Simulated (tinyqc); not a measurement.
Delay unit and parasitic delay from two ring oscillators.

Problem. A ring of 31 inverters oscillates at 1/(2 x 31 d), with stage delay d = tau (h + p) for fan-out h. Find tau, p and the delay at fan-out 4.

frequencies of 31-stage ring oscillators with fan-out 1 and 4 (GHz): 1.0597749  0.52181810

Answer. d is a straight line in h with slope tau and intercept tau p.

tau = 5.23 ps
p = 1.91
delay at fan-out 4 = 30.9 ps

Computed by the program tinyqc: `OMP_NUM_THREADS=1 python tinyqc.py 2082066 2082067 out.jsonl`, one thread of a shared Intel Xeon 2.30GHz, about 0.01 s for the whole run.
